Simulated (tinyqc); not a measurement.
What moves the results: three-level Kane dispersion of a narrow-gap semiconductor. A value that a table varies takes the place of the one given here.

Zero of energy at Gamma8, c = hbar^2/2m0, P^2 = Ep c. The free-electron term and remote bands are left out, so the heavy holes are flat at E = 0 and the other three bands obey E (E - Eg)(E + Dso) = P^2 k^2 (E + 2 Dso/3). The conduction band is the highest root; its edge is Ec = max(Eg, 0).

Degenerate electrons at T = 0: kF = (3 pi^2 n)^(1/3), 1 cm^-3 = 1e-24 angstrom^-3; EF is the highest root at kF. The momentum (cyclotron, optical) mass is m(E) = hbar^2 k/(dE/dk) = c d(k^2)/dE with d(k^2)/dE = k^2 [1/E + 1/(E - Eg) + 1/(E + Dso) - 1/(E + 2 Dso/3)]; the density of states is k d(k^2)/dE/(2 pi^2).

Edge mass m0* = Eg (Eg + Dso)/(Ep (Eg + 2 Dso/3)).
Constants: hbar^2/2m0 = 3.80998211 eV angstrom^2.

Values chosen for the exercise (near those of InAs; not measured data):
```
symbol  value    unit        meaning
Eg      0.409    eV          E(Gamma6) - E(Gamma8)
Dso     0.4      eV          spin-orbit splitting
Ep      21.5     eV          Kane energy
k       0.008    1/angstrom  wave vector
n       4.4e+17  cm^-3       electron density
```

## Filling the band

n from 1e15 to 1e19 cm^-3. The last column is the local power d ln(EF - Ec)/d ln n = kF^2/(1.5 (EF - Ec) d(k^2)/dE).

Results:
```
n (cm^-3)  kF (1/angstrom)  EF - Ec (meV)  parabolic (meV)   m(EF)  m(EF)/m0*  power
1.0e+15            0.00309            1.6              1.6  0.0229       1.01  0.664
1.0e+16            0.00667            7.3              7.4  0.0235       1.03  0.656
3.0e+16            0.00961           15.0             15.5  0.0243       1.07  0.646
1.0e+17            0.01436           32.2             34.5  0.0260       1.14  0.626
3.0e+17            0.02071           63.0             71.7  0.0290       1.28  0.595
1.0e+18            0.03094          125.7            160.1  0.0352       1.54  0.550
3.0e+18            0.04462          224.3            333.0  0.0447       1.96  0.504
1.0e+19            0.06665          400.1            743.1  0.0615       2.70  0.459
```

The power falls from 0.664 to 0.459: 2/3 marks a parabola, 1/3 a linear band. The parabola is within 10 % up to n = 1.0e+17 cm^-3. The mass has doubled by n = 1.0e+19 cm^-3 and ends at 2.7 times its edge value.

## Closing and inverting the gap

Eg is varied at fixed k, Dso and Ep. Edge mass: Eg (Eg + Dso)/(Ep (Eg + 2 Dso/3)) for Eg > 0, 3 |Eg|/(2 Ep) for Eg < 0. The Gamma6 weight of the conduction state is 1/(1 + P^2 k^2 [(2/3)/E^2 + (1/3)/(E + Dso)^2]).

Results:
```
Eg (eV)      m0*  highest root (eV)  middle (eV)  lowest (eV)  E - Ec (meV)  Gamma6 weight
-0.400   0.02791             0.0086      -0.3627      -0.4459           8.6          0.021
-0.200   0.01395             0.0165      -0.2077      -0.4087          16.5          0.072
-0.080   0.00558             0.0323      -0.1068      -0.4055          32.3          0.229
-0.020   0.00140             0.0516      -0.0670      -0.4046          51.6          0.431
0.020    0.00136             0.0721      -0.0479      -0.4042          52.1          0.595
0.080    0.00515             0.1140      -0.0304      -0.4037          34.0          0.784
0.200    0.01196             0.2188      -0.0159      -0.4029          18.8          0.928
0.400    0.02233             0.4107      -0.0085      -0.4022          10.7          0.977
```

The edge mass vanishes with |Eg| from both sides, yet the kinetic energy at this k stays finite, at most 52.1 meV in the table; at Eg = 0 the two-level form, without the split-off band, gives the linear value sqrt(2/3) P k = 59.1 meV. The Gamma6 weight of the conduction state goes smoothly from 0.02 to 0.98 and is 0.43 and 0.60 in the two rows next to Eg = 0: at finite k nothing jumps at the inversion.

## What each parameter does

Edge mass, EF - Ec and m(EF). Each row changes one parameter from the base and keeps the others.

Results:
```
case               m0* (m0)  EF - Ec (meV)  m(EF) (m0)
base                0.02278          78.99     0.03061
n = 8.8e+17 cm^-3   0.02278         117.14     0.03434
Eg = 0.4703 eV      0.02583          71.82     0.03289
Dso = 0.34 eV       0.02241          80.06     0.03026
Ep = 18.275 eV      0.02680          68.47     0.03480
```

The largest shifts from the base row, up to three for each result and ties (the steps differ in size, so this ranks the rows, not the parameters). m0* (m0): Ep +0.00402, Eg +0.00305, Dso -0.00036; unchanged at the printed digits by n. EF - Ec (meV): n +38.15, Ep -10.51, Eg -7.17. m(EF) (m0): Ep +0.00419, n +0.00373, Eg +0.00228.

tinyqc: `OMP_NUM_THREADS=1 python tinyqc.py 1051215 1051216 out.jsonl`; about 0.01 s, one thread, shared Intel(R) Xeon(R) Processor @ 2.30GHz.
